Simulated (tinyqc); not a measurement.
Isothermal kinetics: hydrogen passivation and dissociation of interface defects with a spread of activation energies. Computed by tinyqc, a small Python program. Command: `OMP_NUM_THREADS=1 python tinyqc.py 3021038 3021039 out.jsonl passivation walk`. One thread of a shared host (Intel(R) Xeon(R) Processor @ 2.30GHz), about 0.01 s of CPU time with the checks.

Active defects P react as P + H2 -> HP + H and HP -> P + H; released atomic hydrogen is removed. All defects start active. Activation energies are normally distributed, independently for the two reactions.

Inputs (values chosen for the exercise, for a model interface):
```
quantity                        value    unit
mean passivation energy E_f      1.64      eV
spread s_f                       0.13      eV
prefactor k_f0                2.7e-08  cm^3/s
mean dissociation energy E_d     2.88      eV
spread s_d                      0.065      eV
prefactor k_d0                8.7e+12     1/s
dissolved hydrogen [H2]       1.3e+18   cm^-3
anneal temperature T              560       K
anneal time t                     390       s
```

Ambient: hydrogen.

Constants: k_B = 8.617333262e-05 eV/K.

Method:
- a = k_f0 [H2] exp(-E_f/k_B T), b = k_d0 exp(-E_d/k_B T); the active share of one kind of site is b/(a + b) + (a/(a + b)) exp(-(a + b) t).
- Full average: z from -5 to 5 in steps of 0.125 with normalised weights exp(-z^2/2), energy = mean + spread x z, over both energies.
- Times are decades about 1/(a + b) of the mean site. The last column is the part of the change still to come; rows stop once it is below 1e-5.

dissociation rate b = 1.04872e-13 1/s

passivation rate a = 6.10881e-05 1/s

Against time:
```
t (s)     active share, single energy  active share, spread  unreacted part
2.00e+01                   9.9878e-01            9.7770e-01      9.7770e-01
2.00e+02                   9.8786e-01            8.9978e-01      8.9978e-01
2.00e+03                   8.8499e-01            7.0014e-01      7.0014e-01
2.00e+04                   2.9471e-01            4.0139e-01      4.0139e-01
2.00e+05                   4.9443e-06            1.4968e-01      1.4968e-01
2.00e+06                   1.7167e-09            3.3192e-02      3.3192e-02
2.00e+07                   1.7167e-09            4.1294e-03      4.1293e-03
2.00e+08                   1.7167e-09            2.7756e-04      2.7740e-04
```

What does the comparison show, and why?

A single energy finishes within about two decades of time. With the spread the unreacted part is 0.90 at 200 s and still 0.15 at 200000 s, where one energy leaves 4.9e-6: a width of s/k_B T = 2.69 in ln(rate) stretches the decay markedly.
